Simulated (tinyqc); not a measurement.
Reduced Fermi level from a carrier density: charge neutrality of a doped semiconductor with incomplete ionisation. Computed by tinyqc, a small Python program. Command: `OMP_NUM_THREADS=1 python tinyqc.py 3020911 3020912 out.jsonl dopant walk`. One thread of a shared host (Intel(R) Xeon(R) Processor @ 2.30GHz), about 0.04 s of CPU time with the checks.

Energies are counted from the top of the valence band; E_D is measured down from the conduction band and E_A up from the valence band.

Inputs (values chosen for the exercise, modelled on ZnSe):
```
quantity              value  unit
gap at 0 K E_g0        2.86    eV
Varshni alpha      0.000751  eV/K
Varshni beta            287     K
electron mass m_e     0.152   m_0
valleys M_c               1     -
hole mass m_h         0.756   m_0
temperature T            60     K
```

Doping: n-type, compensated. Statistics of the bands: Fermi-Dirac.

ratios u of density to N: 0.0052  0.021  0.082  0.33  1.3  5.2  21

Constants: m_0 = 9.1093837015e-31 kg; k_B = 1.380649e-23 J/K; h = 6.62607015e-34 J s; k_B = 8.617333262e-05 eV/K.

Method:
- E_g = E_g0 - alpha T^2/(T + beta).
- N_c = 2 M_c (2 pi m_e k_B T/h^2)^(3/2) and N_v = 2 (2 pi m_h k_B T/h^2)^(3/2), masses in units of m_0.
- n_i = sqrt(N_c N_v) exp(-E_g/(2 k_B T)); E_i = E_g/2 + (k_B T/2) ln(N_v/N_c).
- F_1/2(eta) = (2/sqrt(pi)) int_0^infinity sqrt(x)/(1 + exp(x - eta)) dx, by the trapezoid rule in t = sqrt(x) with step 0.02 up to t = 12 (for eta < -12 by exp(eta) - exp(2 eta)/2^(3/2)).
- For u = density/N of the majority band, eta solves F_1/2(eta) = u (bisection). Boltzmann: ln u. Joyce-Dixon: ln u + u/sqrt(8) - 4.95009e-3 u^2 + 1.48386e-4 u^3 - 4.42563e-6 u^4. Degenerate limit: (3 sqrt(pi) u/4)^(2/3). The last column is (eta - ln u) k_B T.

N_c = 1.33009e+17 cm^-3

k_B T = 0.00517040 eV

Eta by four rules:
```
u       density (cm^-3)    exact  Boltzmann  Joyce-Dixon  degenerate  Boltzmann error (meV)
0.0052       6.9165e+14  -5.2573    -5.2591      -5.2573      0.0363             9.5050e-03
0.021        2.7932e+15  -3.8558    -3.8632      -3.8558      0.0920             3.8377e-02
0.082        1.0907e+16  -2.4721    -2.5010      -2.4721      0.2282             1.4973e-01
0.33         4.3893e+16  -0.9925    -1.1087      -0.9925      0.5773             6.0048e-01
1.3          1.7291e+17   0.7139     0.2624       0.7139      1.4401             2.3348e+00
5.2          6.9165e+17   3.3713     1.6487       3.3709      3.6288             8.9066e+00
21           2.7932e+18   9.1113     3.0445       8.7997      9.2025             3.1368e+01
```

What follows from these numbers?

Boltzmann statistics place E_F within 1 meV of the exact value up to u = 0.330 of those listed and miss by 31.4 meV at u = 21. Joyce-Dixon stays within 0.01 in eta up to u = 5.20; the degenerate limit is still 1.0 % high at the last u. Past u of about 10 the Joyce-Dixon series fails. A parabolic band is assumed throughout.
